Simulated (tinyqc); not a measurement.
k.p values derived from sp3s* tight binding at Gamma: one step. States at Gamma. Two cases, with inputs chosen for the exercise.

Problem. Solve the two blocks.

At Gamma the states are two-level mixtures: s-like S+ (upper) and S- (lower) from [[Esa, Vss], [Vss, Esc]], p-like P- (valence) and P+ from [[Epa, Vxx], [Vxx, Epc]], and the bare s* levels. With real k in 1/angstrom and kz = 0, the phase sums over the four bonds are g0 = 1 - (a k/4)^2/2, g1 = i a kx/4, g3 = -(a/4)^2 kx ky to second order. Each mixture is written (anion, cation) with the anion part positive. c = hbar^2/2m0. No spin-orbit coupling.

Case 1.

Values chosen (near a published set for AlAs, fitted to gaps, whose masses and valley positions are rough; shifted at random, so the results belong to these values and not to a real crystal): Esa = -7.599 eV (s level of the anion); Esc = -1.163 eV (s level of the cation); Epa = 0.979 eV (p level of the anion); Epc = 3.622 eV (p level of the cation); Vss = -6.712 eV (s-s); Vxx = 1.887 eV (px-px).

Case 2.

Values chosen (near a published set for GaP, fitted to gaps, whose masses and valley positions are rough; shifted at random, so the results belong to these values and not to a real crystal): Esa = -8.179 eV (s level of the anion); Esc = -2.192 eV (s level of the cation); Epa = 1.121 eV (p level of the anion); Epc = 4.146 eV (p level of the cation); Vss = -7.494 eV (s-s); Vxx = 2.157 eV (px-px).

Give: States.

Solution.

Case 1.

States:
```
state    E (eV)  anion part  cation part
S-     -11.8246     0.84626      0.53277
P-      -0.0032     0.88703     -0.46172
S+       3.0626     0.53277     -0.84626
P+       4.6042     0.46172      0.88703
```

Case 2.

States:
```
state    E (eV)  anion part  cation part
S-     -13.2553     0.82793      0.56082
P-      -0.0009     0.88717     -0.46145
S+       2.8843     0.56082     -0.82793
P+       5.2679     0.46145      0.88717
```

Computed by tinyqc, one run a case: `OMP_NUM_THREADS=1 python tinyqc.py N N+1 out.jsonl` with N = 1480130, 1480141; one thread of a shared Intel(R) Xeon(R) Processor @ 2.30GHz, about 0.01 s a run at most.
